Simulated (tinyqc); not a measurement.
# From one set of inputs to another, one input at a time

Model: hydrogen passivation and dissociation of interface defects with a spread of activation energies. Computed by tinyqc, a small Python program. Command: `OMP_NUM_THREADS=1 python tinyqc.py 3019765 3019766 out.jsonl passivation ladder`. One thread of a shared host (Intel(R) Xeon(R) Processor @ 2.30GHz), about 0.01 s of CPU time with the checks.

All defects start passivated and lose hydrogen by HP -> P + H; no hydrogen is supplied. Activation energies are normally distributed.

The inputs printed are set A. Inputs not listed in the table keep their values of set A, so the rows need not describe a real material.

Inputs (values chosen for the exercise, for a model interface):

| quantity | value | unit |
|---|---|---|
| defect density N_0 | 5.5e+11 | cm^-2 |
| mean dissociation energy E_d | 2.83 | eV |
| spread s_d | 0.087 | eV |
| prefactor k_d0 | 2.4e+13 | 1/s |
| anneal temperature T | 660 | K |
| anneal time t | 1800 | s |

Ambient: vacuum.

Constants: k_B = 8.617333262e-05 eV/K.

Method. b = k_d0 exp(-E_d/k_B T); the active share of one kind of site is 1 - exp(-b t). Full average: z from -5 to 5 in steps of 0.125 with normalised weights exp(-z^2/2), energy = mean + spread x z.

Each row keeps all changes above it:

| input moved | from | to | active share | active share, single energy | dissociation rate b (1/s) |
|---|---|---|---|---|---|
| set A | - | - | 3.416e-05 | 1.061e-05 | 5.892e-09 |
| anneal time t (s) | 1800 | 4400 | 8.347e-05 | 2.592e-05 | 5.892e-09 |
| prefactor k_d0 (1/s) | 2.4e+13 | 5.3e+12 | 1.844e-05 | 5.725e-06 | 1.301e-09 |
| spread s_d (eV) | 0.087 | 0.074 | 1.335e-05 | 5.725e-06 | 1.301e-09 |
| mean dissociation energy E_d (eV) | 2.83 | 2.9 | 3.898e-06 | 1.672e-06 | 3.800e-10 |
| anneal temperature T (K) | 660 | 570 | 1.658e-09 | 5.330e-10 | 1.211e-13 |

Where does the difference come from?

Active share goes from 3.42e-5 to 1.66e-9, a factor 4.85e-5 in all. The largest single move comes from anneal temperature T (a factor 4.25e-4), and anneal time t works against it (a factor 2.44). Active share, single energy goes from 1.06e-5 to 5.33e-10, a factor 5.03e-5 in all. The largest single move comes from anneal temperature T (a factor 3.19e-4), and anneal time t works against it (a factor 2.44). Dissociation rate b goes from 5.89e-9 to 1.21e-13, a factor 2.06e-5 in all. The largest single move comes from anneal temperature T (a factor 3.19e-4). The single moves hold for this order of the switches; the total does not depend on the order.

Extremes, crossings and ranges named in words are read from the listed rows.
